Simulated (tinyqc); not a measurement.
Inversion layer as a triangular well, valleys of the Ge type, step by step. Values are carried at full precision from step to step, so a last printed digit may differ when a step is redone from the rounded ones.

Four ellipsoidal valleys (eight halves) with their long axes along <111>, mass ml along the axis and mt across it. For a valley whose axis makes the angle theta with the surface normal, 1/m_z = cos^2(theta)/ml + sin^2(theta)/mt sets the confinement; in the plane the masses are m_1 = mt and m_2 = ml mt/m_z, and m_d = sqrt(m_1 m_2). The Gamma and Delta valleys are left out; the heavy Delta valleys, about 0.18 eV up, can lie lowest under strong confinement.

Constants: e^2/(4 pi eps0) = 14.39964547 eV angstrom; hbar^2/2m0 = 3.80998211 eV angstrom^2; kB = 8.617333262e-05 eV/K.

Parameters, chosen for this exercise (near those of Ge; shifted at random, so the results belong to these values and not to a real crystal): ml = 1.594 m0 (longitudinal mass); mt = 0.081 m0 (transverse mass); face = 100 (surface); eps = 16.1 (dielectric constant); Ns = 7.8 x 1e12/cm^2 (electron sheet density); Nd = 0.5 x 1e12/cm^2 (depletion charge); eta = 0.5 (share of Ns in the effective field); T = 300 K (temperature); tox = 22 angstrom (SiO2-equivalent oxide thickness).

## Valley masses on the (100) face

Group the valleys by their angle to the normal, heaviest m_z first.

Valleys (masses in m0):

| valleys g | cos^2(theta) | m_z | m_1 | m_2 | m_d |
|---|---|---|---|---|---|
| 4 | 0.3333 | 0.1185 | 0.0810 | 1.0897 | 0.2971 |

All valleys are equivalent on this face.

## Effective field

The field is taken as constant, e F = 4 pi (e^2/4 pi eps0)(Nd + eta Ns)/eps, with 1e12/cm^2 = 1e-4/angstrom^2, and the oxide as a hard wall at z = 0; c = hbar^2/2m0.

Find e F, and F in MV/cm (1 MV/cm = 0.01 V/angstrom).

e F = 0.00494525 eV/angstrom
F = 0.4945 MV/cm

## Subband ladders

Level j of a valley lies at E_j = a_j (c (e F)^2/m_z)^(1/3) above the band edge at the surface, with the Airy zeros a_j = 2.338107, 4.087949, 5.520560, 6.786708, 7.944134, 9.022651, 10.040174, 11.008524, 11.936016, 12.828777, and has <z> = 2 E_j/(3 e F).

The ten lowest levels of all groups of valleys together, j = 0, 1, ..., c = hbar^2/2m0; primes mark the groups with lighter m_z.

Subbands:

| label | valleys g | m_d (m0) | E (eV) | <z> (angstrom) |
|---|---|---|---|---|
| 0 | 4 | 0.2971 | 0.2158 | 29.09 |
| 1 | 4 | 0.2971 | 0.3773 | 50.87 |
| 2 | 4 | 0.2971 | 0.5096 | 68.69 |
| 3 | 4 | 0.2971 | 0.6264 | 84.45 |
| 4 | 4 | 0.2971 | 0.7333 | 98.85 |
| 5 | 4 | 0.2971 | 0.8328 | 112.27 |
| 6 | 4 | 0.2971 | 0.9267 | 124.93 |
| 7 | 4 | 0.2971 | 1.0161 | 136.98 |
| 8 | 4 | 0.2971 | 1.1017 | 148.52 |
| 9 | 4 | 0.2971 | 1.1841 | 159.63 |

The second subband is 1, 161.5 meV above the first. Levels above about 0.5 eV lie beyond parabolic valleys.

## Fermi level and populations

Subband i holds n_i = g m_d/(2 pi c) kB T ln(1 + exp((EF - E_i)/kB T)) (spin included), and EF is fixed by sum n_i = Ns over the levels listed or, where none are listed, over j = 0 to 9 of each group; 1e12/cm^2 = 1e-4/angstrom^2.

Solve for EF; c = hbar^2/2m0. The mean distance is sum n_i <z>_i/Ns.

EF = 0.2111 eV

Populations:

| label | (EF - E)/kB T | n (1e12/cm^2) | share (%) |
|---|---|---|---|
| 0 | -0.18 | 7.779 | 99.7 |
| 1 | -6.43 | 0.021 | 0.3 |
| 2 | -11.54 | 0.000 | 0.0 |
| 3 | -16.07 | 0.000 | 0.0 |
| 4 | -20.20 | 0.000 | 0.0 |
| 5 | -24.05 | 0.000 | 0.0 |
| 6 | -27.68 | 0.000 | 0.0 |
| 7 | -31.14 | 0.000 | 0.0 |
| 8 | -34.45 | 0.000 | 0.0 |
| 9 | -37.64 | 0.000 | 0.0 |

mean distance from the surface = 29.15 angstrom

The lowest subband holds 99.7 % of the electrons and is partly degenerate (EF within a few kB T of its edge).

## Effect on the gate capacitance

The charge sits at the mean distance <z> from the surface, which adds (3.9/eps) <z> to the oxide thickness; C/Cox = tox/(tox + 3.9 <z>/eps). The density-of-states term is left out.

added thickness = 7.06 angstrom
C/Cox = 0.757

## Checks

- Lowest level by finite differences against the Airy formula, eV: both 0.2158.

Computed by tinyqc, a small Python program: `OMP_NUM_THREADS=1 python tinyqc.py 1280104 1280105 out.jsonl` (the numbers bound the seed that draws the inputs); one thread of a shared host (Intel(R) Xeon(R) Processor @ 2.30GHz), about 0.04 s for the whole set of steps.
